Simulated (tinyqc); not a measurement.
# Worked calculation: band bending at a free surface with one surface level, surface photovoltage and Kelvin probe

Numbers from tinyqc (`OMP_NUM_THREADS=1 python tinyqc.py 2430082 2430083 out.jsonl`; about 0.01 s on one thread of a shared Intel Xeon 2.30GHz). Printed values are rounded.

n-type bulk, xi = Ec - EF = Vt ln(Nc/Nd), p0 = ni^2/Nd, ni = sqrt(Nc Nv) exp(-Eg/(2 Vt)), Eg in volts. b is the upward band bending, u = b/Vt. Space charge per area, in units of q: Qc = sign(b) sqrt((2 eps0 eps_r Vt/q) [(Nd + dn)(exp(-u) - 1) + Nd u + (p0 + dn)(exp(u) - 1)]), with dn the excess density under light (flat quasi-Fermi levels; 0 in the dark). The level holds -Ns f, f = 1/(1 + exp((xi + b - Es)/Vt)). Neutrality: Qc + Qf + (charge of the states) = 0.

Inputs (values chosen for the exercise); band and dielectric values close to those of silicon:
- T = 300 K (temperature)
- Eg = 1.13 eV (band gap)
- eps_r = 11.5 (relative permittivity)
- Nc = 2.8e19 cm^-3 (conduction-band density of states at T)
- Nv = 2.63e19 cm^-3 (valence-band density of states at T)
- chi = 4 eV (electron affinity)
- Nd = 5.7e16 cm^-3 (donor density)
- Qf = 0 cm^-2 (fixed positive charge at the surface)
- pt = 4.27 eV (work function of the probe tip)
- Ns = 1.6e12 cm^-2 (density of an acceptor-like surface level)
- Es = 0.52 eV (its depth below the conduction edge)
- dn = 5.7e13 cm^-3 (excess carrier density under light)

Constants: q = 1.602176634e-19 C, kB = 1.380649e-23 J/K, Vt = kB T/q, eps0 = 8.8541878128e-14 F/cm where lengths are in cm. Results are converted to the units shown.

## Bulk quantities

xi, ni, p0, the Debye length sqrt(eps0 eps_r Vt/(q Nd)) and the flat-band work function chi + xi.

xi = 0.160202 eV
ni = 8.74933e9 cm^-3
p0 = 1343.00 cm^-3
Debye length = 16.9777 nm
chi + xi = 4.16020 eV

## Charges against band bending

b, point 0 to 6 (V): 0.114  0.19  0.266  0.342  0.418  0.494  0.57

Evaluate Qc, the surface charge Qf - Ns f and their sum in the dark; the root lies where the sum changes sign.

```
point  Qc (cm^-2)  surface charge (cm^-2)  sum (cm^-2)
0      2.53163e11             -1.59988e12  -1.34672e12
1      3.44874e11             -1.59776e12  -1.25288e12
2      4.17120e11             -1.55860e12  -1.14148e12
3      4.78592e11             -1.06499e12  -5.86399e11
4      5.33022e11             -1.52370e11   3.80653e11
5      5.82388e11              -8.85538e9   5.73532e11
6      6.27885e11              -4.70702e8   6.27414e11
```

The sum rises steadily with b, so there is one root; bisection gives b = 0.37971 V.

## Work function and Kelvin-probe reading

converged b = 0.379706 V

Work function chi + xi + b; contact potential difference CPD = (work function of the sample) - pt. Depth of EF below Ec at the surface: xi + b. Depletion width Qc/Nd.

xi + b = 0.539909 eV
Qc = 5.06329e11 cm^-2
Qc/Nd = 88.8296 nm
work function = 4.53991 eV
CPD = 269.909 mV

The level is 31.6 % filled: the Fermi level is pinned at it.

## Surface photovoltage

Under chopped light the surface charge keeps its dark value, so b falls to bL with Qc(bL, dn) = Qc(b, 0); the photovoltage is b - bL. Qc rises with b, so bL follows by bisection.

bL = 0.224863 V
photovoltage = 154.843 mV
share of b removed = 40.7798 %
excess holes at the surface, dn exp(bL/Vt) = 3.41512e17 cm^-3
